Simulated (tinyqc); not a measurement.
# Gate sheet resistance from two finger widths

Problem. At low frequency R = Rsh Wf/(3 L) + B/Wf, where B collects the channel and vertical terms. Find Rsh, B and the width of lowest R.

Inputs (values chosen for the exercise):

| symbol | value | unit | meaning |
|---|---|---|---|
| L | 0.72 | um | channel length |

input resistance of single fingers, contacted at one end, of width 1.9 and 4.2 um (ohm): [222.29873, 112.00794]

Solution. R Wf is a straight line in Wf^2; the minimum of R lies where both terms are equal.

Rsh = 7.40 ohm/square
B = 410 ohm um
width of lowest R = 10.9 um

Program tinyqc, `OMP_NUM_THREADS=1 python tinyqc.py 2262048 2262049 out.jsonl`; Intel Xeon 2.30GHz, shared host, one thread, about 0.01 s.
